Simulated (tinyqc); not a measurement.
CIS on RHF in the sto-6g basis, frozen core, for BeH2, spin multiplicity 1, step by step. One step of it, computed by the program tinyqc.

Problem. Iteration 1: building the Fock matrix. J_ij = sum D_kl (ij|kl), K_ij = sum D_kl (ik|jl); F = H + J - 0.5 K; E = tr D H + tr D J / 2 - 0.25 tr D K + E_nn.

D at the start:
```
            1Be 1s     1Be 2s   1Be 2px    1Be 2py   1Be 2pz      2H 1s      3H 1s
1Be 1s    2.051199  -0.150775  0.000000  -0.000550  0.000000  -0.206151  -0.207299
1Be 2s   -0.150775   0.667535  0.000000   0.011860  0.000000   0.445162   0.440336
1Be 2px   0.000000   0.000000  0.000000   0.000000  0.000000   0.000000   0.000000
1Be 2py  -0.000550   0.011860  0.000000   0.720825  0.000000   0.406832  -0.404599
1Be 2pz   0.000000   0.000000  0.000000   0.000000  0.000000   0.000000   0.000000
2H 1s    -0.206151   0.445162  0.000000   0.406832  0.000000   0.523358   0.070982
3H 1s    -0.207299   0.440336  0.000000  -0.404599  0.000000   0.070982   0.532139
```

core Hamiltonian H = T + V (hartree):
```
            1Be 1s     1Be 2s    1Be 2px    1Be 2py    1Be 2pz      2H 1s      3H 1s
1Be 1s   -8.718708  -2.054952   0.000000   0.001002   0.000000  -0.527045  -0.573742
1Be 2s   -2.054952  -2.806188   0.000000   0.004511   0.000000  -1.220020  -1.274735
1Be 2px   0.000000   0.000000  -2.289905   0.000000   0.000000   0.000000   0.000000
1Be 2py   0.001002   0.004511   0.000000  -2.515026   0.000000  -1.278920   1.318479
1Be 2pz   0.000000   0.000000   0.000000   0.000000  -2.289905   0.000000   0.000000
2H 1s    -0.527045  -1.220020   0.000000  -1.278920   0.000000  -2.178413  -0.121884
3H 1s    -0.573742  -1.274735   0.000000   1.318479   0.000000  -0.121884  -2.219317
```

Two-electron integrals (ij|kl) in chemists' order, unique and non-zero (hartree):
```
(11|11) 2.299996    (21|11) 0.361879    (21|21) 0.071926    (22|11) 0.570332
(22|21) 0.139654    (22|22) 0.417773    (31|31) 0.015252    (32|31) 0.022555
(32|32) 0.092340    (33|11) 0.570332    (33|21) 0.139654    (33|22) 0.417773
(33|33) 0.450117    (41|41) 0.015252    (42|41) 0.022555    (42|42) 0.092340
(43|43) 0.024258    (44|11) 0.570332    (44|21) 0.139654    (44|22) 0.417773
(44|33) 0.401601    (44|44) 0.450117    (51|51) 0.015252    (52|51) 0.022555
(52|52) 0.092340    (53|53) 0.024258    (54|54) 0.024258    (55|11) 0.570332
(55|21) 0.139654    (55|22) 0.417773    (55|33) 0.401601    (55|44) 0.401601
(55|55) 0.450117    (61|11) 0.094708    (61|21) 0.018264    (61|22) 0.035261
(61|33) 0.034970    (61|41) 0.001804    (61|42) 0.003478    (61|44) 0.035841
(61|55) 0.034970    (61|61) 0.004905    (62|11) 0.212461    (62|21) 0.052761
(62|22) 0.170071    (62|33) 0.163836    (62|41) 0.007379    (62|42) 0.042262
(62|44) 0.182540    (62|55) 0.163836    (62|61) 0.014766    (62|62) 0.100493
(63|31) 0.005276    (63|32) 0.023539    (63|43) 0.007473    (63|63) 0.009623
(64|11) 0.223573    (64|21) 0.056260    (64|22) 0.189650    (64|33) 0.178522
(64|41) 0.011994    (64|42) 0.066044    (64|44) 0.211905    (64|55) 0.178522
(64|61) 0.016572    (64|62) 0.127842    (64|64) 0.168531    (65|51) 0.005276
(65|52) 0.023539    (65|54) 0.007473    (65|65) 0.009623    (66|11) 0.378089
(66|21) 0.095847    (66|22) 0.343735    (66|33) 0.318880    (66|41) 0.016298
(66|42) 0.117992    (66|44) 0.393445    (66|55) 0.318880    (66|61) 0.027853
(66|62) 0.254694    (66|64) 0.344765    (66|66) 0.774999    (71|11) 0.103232
(71|21) 0.019896    (71|22) 0.038372    (71|33) 0.038057    (71|41) -0.001963
(71|42) -0.003769   (71|44) 0.039002    (71|55) 0.038057    (71|61) 0.004840
(71|62) 0.013332    (71|64) 0.013622    (71|66) 0.023803    (71|71) 0.005820
(72|11) 0.223219    (72|21) 0.055379    (72|22) 0.177519    (72|33) 0.171120
(72|41) -0.007750   (72|42) -0.043721   (72|44) 0.190315    (72|55) 0.171120
(72|61) 0.012855    (72|62) 0.056258    (72|64) 0.056751    (72|66) 0.105604
(72|71) 0.016850    (72|72) 0.107999    (73|31) 0.005647    (73|32) 0.024922
(73|43) -0.007812   (73|63) 0.004414    (73|73) 0.010590    (74|11) -0.231988
(74|21) -0.058343   (74|22) -0.195649   (74|33) -0.184185   (74|41) 0.012636
(74|42) 0.068440    (74|44) -0.218575   (74|55) -0.184185   (74|61) -0.012950
(74|62) -0.055840   (74|64) -0.053606   (74|66) -0.102569   (74|71) -0.018714
(74|72) -0.135990   (74|74) 0.177849    (75|51) 0.005647    (75|52) 0.024922
(75|54) -0.007812   (75|65) 0.004414    (75|75) 0.010590    (76|11) 0.020569
(76|21) 0.004963    (76|22) 0.014616    (76|33) 0.014338    (76|41) 0.000008
(76|42) 0.000055    (76|44) 0.015170    (76|55) 0.014338    (76|61) 0.001263
(76|62) 0.006243    (76|64) 0.007147    (76|66) 0.013323    (76|71) 0.001372
(76|72) 0.006443    (76|74) -0.007265   (76|76) 0.000523    (77|11) 0.388224
(77|21) 0.098342    (77|22) 0.349890    (77|33) 0.324608    (77|41) -0.017042
(77|42) -0.120348   (77|44) 0.400454    (77|55) 0.324608    (77|61) 0.022396
(77|62) 0.102713    (77|64) 0.101326    (77|66) 0.193087    (77|71) 0.031124
(77|72) 0.264975    (77|74) -0.355515   (77|76) 0.013323    (77|77) 0.774999
```

nuclear repulsion = 3.28381073 hartree

Give: Coulomb J; exchange K; Fock matrix F; total energy of this density.

Solution.

Coulomb J (hartree):
```
         1Be 1s  1Be 2s  1Be 2px  1Be 2py  1Be 2pz  2H 1s   3H 1s
1Be 1s    6.481   1.191    0.000   -0.001    0.000  0.309   0.337
1Be 2s    1.191   2.666    0.000   -0.003    0.000  1.131   1.182
1Be 2px   0.000   0.000    2.598    0.000    0.000  0.000   0.000
1Be 2py  -0.001  -0.003    0.000    2.801    0.000  1.290  -1.333
1Be 2pz   0.000   0.000    0.000    0.000    2.598  0.000   0.000
2H 1s     0.309   1.131    0.000    1.290    0.000  2.435   0.097
3H 1s     0.337   1.182    0.000   -1.333    0.000  0.097   2.474
```

exchange K (hartree):
```
         1Be 1s  1Be 2s  1Be 2px  1Be 2py  1Be 2pz  2H 1s   3H 1s
1Be 1s    4.629   0.765    0.000    0.000    0.000  0.202   0.220
1Be 2s    0.765   0.902    0.000   -0.005    0.000  0.612   0.630
1Be 2px   0.000   0.000    0.166    0.000    0.000  0.000   0.000
1Be 2py   0.000  -0.005    0.000    1.044    0.000  0.681  -0.697
1Be 2pz   0.000   0.000    0.000    0.000    0.166  0.000   0.000
2H 1s     0.202   0.612    0.000    0.681    0.000  1.100   0.044
3H 1s     0.220   0.630    0.000   -0.697    0.000  0.044   1.126
```

Fock matrix F (hartree):
```
         1Be 1s  1Be 2s  1Be 2px  1Be 2py  1Be 2pz   2H 1s   3H 1s
1Be 1s   -4.552  -1.247    0.000    0.000    0.000  -0.319  -0.347
1Be 2s   -1.247  -0.591    0.000    0.004    0.000  -0.395  -0.408
1Be 2px   0.000   0.000    0.226    0.000    0.000   0.000   0.000
1Be 2py   0.000   0.004    0.000   -0.236    0.000  -0.330   0.335
1Be 2pz   0.000   0.000    0.000    0.000    0.226   0.000   0.000
2H 1s    -0.319  -0.395    0.000   -0.330    0.000  -0.294  -0.046
3H 1s    -0.347  -0.408    0.000    0.335    0.000  -0.046  -0.308
```

total energy of this density = -15.70302 hartree
